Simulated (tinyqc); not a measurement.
Inside a calculation: Slater-Koster d bands of an fcc metal. Values are carried at full precision from step to step, so a last printed digit may differ when a step is redone from the rounded ones.

Slater-Koster d bands. For a bond with direction cosines (l, m, n) the 5 x 5 block is dds Ps + ddp Pp + ddd (1 - Ps - Pp), the projectors on sigma, pi and delta states about the bond; for instance <xy|xy> = 3 l^2 m^2 dds + (l^2 + m^2 - 4 l^2 m^2) ddp + (n^2 + l^2 m^2) ddd, <xy|yz> = 3 l m^2 n dds + l n (1 - 4 m^2) ddp + l n (m^2 - 1) ddd and <3z2-r2|3z2-r2> = (n^2 - (l^2 + m^2)/2)^2 dds + 3 n^2 (l^2 + m^2) ddp + (3/4)(l^2 + m^2)^2 ddd. H(k) sums the blocks times cos(k.R) over the neighbours; the d level is the zero of energy; k in 2 pi/a.

Values chosen for the exercise (of the size met in Co; shifted at random, so the results belong to these values and not to a real crystal):
- dds = -0.545 eV (dd sigma)
- ddp = 0.354 eV (dd pi)
- ddd = -0.071 eV (dd delta)
- k = (0.53, 0.01, 0) 2 pi/a (wave vector)
- Nd = 8 (d electrons per atom)

## The block of one bond

Direction (1,1,0)/sqrt2; its eigenvalues must be dds once, ddp twice and ddd twice.

block (eV), rows xy, yz, zx, x2-y2, 3z2-r2 and columns alike:
```
[[-0.4265, 0, 0, 0, 0.2052],
 [0, 0.1415, 0.2125, 0, 0],
 [0, 0.2125, 0.1415, 0, 0],
 [0, 0, 0, 0.3540, 0],
 [0.2052, 0, 0, 0, -0.1895]]
```

## Levels at Gamma

Neighbours: twelve at (a/2)(1,1,0) and equivalents.

Summing the blocks at k = 0 gives E(t2g) = 3 dds + 4 ddp + 5 ddd, E(eg) = 1.5 dds + 6 ddp + 4.5 ddd.

levels (eV): t2g (threefold) -0.5740, eg (twofold) 0.9870

The t2g level lies lower, by 1.5610 eV.

## The Hamiltonian at one k

Sum over the neighbours.

H(k) (eV), rows xy, yz, zx, x2-y2, 3z2-r2 and columns alike:
```
[[0.6729, 0, 0, 0, -0.0257],
 [0, -1.8117, -0.0266, 0, 0],
 [0, -0.0266, 0.6730, 0, 0],
 [0, 0, 0, -0.3274, 1.0295],
 [-0.0257, 0, 0, 1.0295, 0.8613]]
```

## Levels and character

Diagonalise H; t2g is xy, yz, zx and eg the other two.

levels (eV): [-1.8119, -0.9219, 0.6724, 0.6733, 1.4563]

weights, rows t2g, eg; columns band 1, band 2, band 3, band 4, band 5:
```
[[1.000, 0.000, 0.999, 1.000, 0.001],
 [0.000, 1.000, 0.001, 0.000, 0.999]]
```

## Levels at points of symmetry

Coordinates: G (0, 0, 0), X (1, 0, 0), W (1, 0.5, 0), L (0.5, 0.5, 0.5), K (0.75, 0.75, 0); the others lie half way.

Levels (eV):
```
k        band 1  band 2  band 3  band 4  band 5
G        -0.574  -0.574  -0.574   0.987   0.987
G-X 0.5  -1.706  -0.758   0.566   0.566   1.416
X        -2.838  -2.503   1.706   1.706   1.845
W        -1.416  -0.566  -0.566   0.758   1.706
L        -1.700  -0.667  -0.667   1.517   1.517
L-G 0.5  -1.137  -0.217  -0.217   0.849   0.849
K        -2.044  -1.222   0.664   1.011   1.514
```

On these points the bands run from -2.838 (X) to 1.845 eV (X).

## Second moment and the rectangular band

mu2 = z (dds^2 + 2 ddp^2 + 2 ddd^2)/5 per orbital, with z = 12. A rectangular band with the same mu2 has width W = sqrt(12 mu2), Fermi level W (Nd/10 - 1/2) and bond energy -W Nd (10 - Nd)/20 (Friedel).

mu2 = 1.3386 eV^2
W = 4.0079 eV
Fermi level = 1.2024 eV
bond energy per atom = -3.2063 eV

The bond energy is the attractive part alone; the repulsion between atoms, left out, cancels a large share of it in the cohesive energy.

## Checks

- Levels at Gamma from the formulas against H(0): they agree to 1e-10 or better.
- Second moment from the formula against the mean square level on the mesh: both 1.33857.

Program tinyqc; command `OMP_NUM_THREADS=1 python tinyqc.py 1481133 1481134 out.jsonl`; about 0.05 s on one thread of a shared Intel(R) Xeon(R) Processor @ 2.30GHz.
